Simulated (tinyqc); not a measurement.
## Mobility, diffusion coefficient and lifetime from two collectors

Problem. For an injected sheet in a field F the peak time tp at distance L obeys u^2 tp^2 + 2 D tp = L^2 with u^2 = v^2 + 4 D/tau, and the pulse area goes as exp(L (v - u)/(2 D)); v = mu F. Find u, D, mu and tau without using the Einstein relation.

Values chosen for this exercise: sweep field along the drift F = 2.9 V/cm.

distances (um): [8600, 25000]
peak times (us): [66.7036514, 195.381637]
ratio of the areas, far over near = 0.0258497415

Solution. The two peak times give two linear equations for u^2 and D; the area ratio gives v - u, and u^2 - v^2 = 4 D/tau gives tau.

u = 1.274e4 cm/s
D = 126.7 cm^2/s
mu = 4200 cm^2/(V s)
tau = 3.600e-5 s

tinyqc, about 0.01 s, one thread, Intel Xeon 2.30GHz (shared host): `OMP_NUM_THREADS=1 python tinyqc.py 2310119 2310120 out.jsonl`
